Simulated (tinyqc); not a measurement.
Floating body of a partially depleted SOI transistor: body voltage and kink: output curve and kink.

Source at 0 V. Channel current Ic = 2 nf K Vt^2 [F(0) - F(Vd)](1 + la Vd), F(V) = ln^2(1 + exp((Vg - VT - nf V)/(2 nf Vt))), VT = VT0 - gb Vb. Saturation voltage Vs = 2 Vt sqrt(F(0)) + 3 Vt, excess Ve = (Vd - Vs + sqrt((Vd - Vs)^2 + 0.0004 V^2))/2, multiplication M1 = Ai Ve exp(-Bl/Ve). Each junction passes D(v) = J1 (exp(v/Vt) - 1) + J2 (exp(v/(2 Vt)) - 1). Bipolar current Ib = bb J1 (exp(Vb/Vt) - 1). The body settles where M1 (Ic + Ib) = D(Vb) + D(Vb - Vd) + Vb/Rb; drain current Id = (1 + M1)(Ic + Ib) - D(Vb - Vd).

Rows with more than one solution for Vb (latch) are left out; dId/dVd by a forward difference over 1e-4 V, swing = 1e-4 V over the change of log10 Id; M1 under 1e-12 is printed as 0.

Inputs (values chosen for the exercise); values of the order met in partially depleted silicon-on-insulator transistors:
```
symbol    value         unit                                                                                            meaning
T           300            K                                                                                        temperature
VT0        0.51            V                                                                     threshold at zero body voltage
gb         0.34                                                                  fall of the threshold per volt of body voltage
nf         1.34                                                                                                    slope factor
K           380  uA/(V^2 um)                                                                              gain factor per width
la         0.08          1/V                                                                   channel-length modulation factor
Ai         2.68          1/V                                                                        impact-ionisation prefactor
Bl          8.1            V                                                                          impact-ionisation voltage
J1      9.8e-12        uA/um                                                      diffusion saturation current of each junction
J2       5.6e-9        uA/um                                                  recombination saturation current of each junction
bb            3                                                 gain of the lateral bipolar transistor on the diffusion current
Rb          1e9      kohm um  resistance of a weak body tie to the source (1e9 stands for no tie, and the term is then dropped)
Vg          0.9            V                                                                                       gate voltage
```

Constants: q = 1.602176634e-19 C, kB = 1.380649e-23 J/K, Vt = kB T/q. Results are converted to the units shown.

Result of one run:
```
Vb (V)	M1	Id, floating (uA/um)	Id, grounded (uA/um)	ratio	dId/dVd, floating (uS/um)	dId/dVd, grounded (uS/um)
0.6780	0.03374	73.84	26.89	2.746	50.44	6.257
```

Which drain voltage Vd gave this result: 1.2, 1.6, 1.8, 2 or 2.2 V?

Vd = 2.2 V.

The whole series:
```
Vd (V)	Vb (V)	M1	Id, floating (uA/um)	Id, grounded (uA/um)	ratio	dId/dVd, floating (uS/um)	dId/dVd, grounded (uS/um)
1	0.3616	4.401e-7	40.30	23.32	1.728	44.46	1.730
1.2	0.4756	2.143e-5	47.31	23.67	1.999	28.52	1.768
1.4	0.5453	2.757e-4	52.26	24.04	2.174	21.85	1.951
1.6	0.5931	0.001613	56.35	24.47	2.303	19.79	2.423
1.8	0.6282	0.005851	60.51	25.03	2.417	22.63	3.287
2	0.6555	0.01560	65.82	25.81	2.550	31.79	4.574
2.2	0.6780	0.03374	73.84	26.89	2.746	50.44	6.257
```

Vb rises from 0.362 to 0.678 V and the ratio of the currents rises from 1.73 to 2.75. The output conductance with a floating body exceeds the grounded value by the largest factor among the rows, 25.7, at Vd = 1 V, where Vb = 0.362 V and M1 = 4.40e-7.

Range of the model: The multiplication law is an empirical form chosen for the exercise; self-heating and capacitive coupling to the body are left out, and the linear laws are rough once Vb passes about 0.7 V or M1 about 0.1.

Computed by the program tinyqc: `OMP_NUM_THREADS=1 python tinyqc.py 2182165 2182166 out.jsonl`, one thread of a shared Intel Xeon 2.30GHz, about 0.2 s for the whole run.
